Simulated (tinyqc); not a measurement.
Two-dimensional dopant profile at a mask edge: lateral junction, overlap and effective channel length: one step, computed by the program tinyqc.

Ions enter for y < 0; the mask (spacer, then gate) covers y > 0. x is the depth. The surface reflects dopant during the anneal.

Question. Lateral junction at the surface. Widths s_x^2 = (vertical straggle)^2 + 2 D t, s_y^2 = (lateral straggle)^2 + 2 D t. C(x, y) = V(x) (1/2) erfc(y/(sqrt2 s_y)), V(x) = Q/(sqrt(2 pi) s_x) [exp(-(x - R_p)^2/(2 s_x^2)) + exp(-(x + R_p)^2/(2 s_x^2))]; 1 nm = 1e-7 cm. The lateral junction at depth x solves C = C_B: y_j(x) = sqrt2 s_y erfc^-1(2 C_B/V(x)). Overlap under the gate = y_j(0) - spacer; metallurgical channel L_met = L_g - 2 overlap (tails from the two sides are not added). Abruptness at y_j(0) in nm per decade = ln(10) s_y sqrt(pi/2) exp(u^2) erfc(u), u = y_j/(sqrt2 s_y). Overlap capacitance per width = 3.9 eps_0 overlap/t_ox (zero if there is no overlap).

Inputs (values chosen for the exercise, modelled on a source-drain extension in silicon): channel doping C_B = 1.4e+17 1/cm^3; gate length L_g = 43 nm; offset spacer = 0.98 nm; oxide thickness = 4.4 nm.

s_y = 1.371131 nm

V at the surface = 7.529880e+19 1/cm^3

vertical junction x_j = 12.28828 nm

Constants: eps_0 = 8.8541878128e-12 F/m.

Give: lateral junction y_j(0); ratio y_j(0)/x_j; overlap; metallurgical channel L_met; lateral abruptness; overlap capacitance.

Answer.

lateral junction y_j(0) = 3.9778 nm

ratio y_j(0)/x_j = 0.32371

overlap = 2.9978 nm

metallurgical channel L_met = 37.004 nm

lateral abruptness = 0.98929 nm/decade

overlap capacitance = 0.023527 fF/um

The two overlaps take 14 % of the gate length. Caution: the profile peaks below the surface, where the junction reaches further under the gate than y_j(0); the overlap given is the one at the surface.
